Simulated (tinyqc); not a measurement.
Deformation potentials from a strained empirical pseudopotential: one step. Hydrostatic deformation potentials. Three cases, with inputs chosen for the exercise.

Question. a = [E(+h) - E(-h)]/(3 ln((1 + h)/(1 - h))).

Give: a of the gaps to Gamma, Delta, L.

Case 1.

Values chosen (out of a larger set: near those of Si; not measured data): h = 0.004 (size of the test strain).

Gaps (eV):

| gap | e = -h | e = 0 | e = +h |
|---|---|---|---|
| Gamma, s-like | 4.2425967 | 4.1336815 | 4.0249793 |
| Delta | 1.2631804 | 1.2939106 | 1.3231465 |
| L | 2.1327616 | 2.1085125 | 2.0836563 |

Answer.

a of the gaps to Gamma, Delta, L (eV): -9.07  2.50  -2.05

Case 2.

Values chosen (out of a larger set: near those of Si; not measured data): h = 0.005 (size of the test strain).

Gaps (eV):

| gap | e = -h | e = 0 | e = +h |
|---|---|---|---|
| Gamma, s-like | 4.3836150 | 4.2503755 | 4.1173986 |
| Delta | 1.0770664 | 1.1175423 | 1.1557067 |
| L | 2.0898769 | 2.0609630 | 2.0311507 |

Answer.

a of the gaps to Gamma, Delta, L (eV): -8.87  2.62  -1.96

Case 3.

Values chosen (out of a larger set: near those of Si; not measured data): h = 0.001 (size of the test strain).

Gaps (eV):

| gap | e = -h | e = 0 | e = +h |
|---|---|---|---|
| Gamma, s-like | 4.3534305 | 4.3267038 | 4.2999857 |
| Delta | 1.2039493 | 1.2121435 | 1.2202428 |
| L | 2.1435766 | 2.1379176 | 2.1322206 |

Answer.

a of the gaps to Gamma, Delta, L (eV): -8.91  2.72  -1.89

Compression opens the Gamma gap, opens the L gap and closes the Delta gap. Only differences are defined here: the absolute shifts depend on the mean potential, which this model leaves out.

Computed by tinyqc, one run a case: `OMP_NUM_THREADS=1 python tinyqc.py N N+1 out.jsonl` with N = 1850319, 1850405, 1850473; one thread of a shared Intel(R) Xeon(R) Processor @ 2.30GHz, about 0.2 s a run at most.
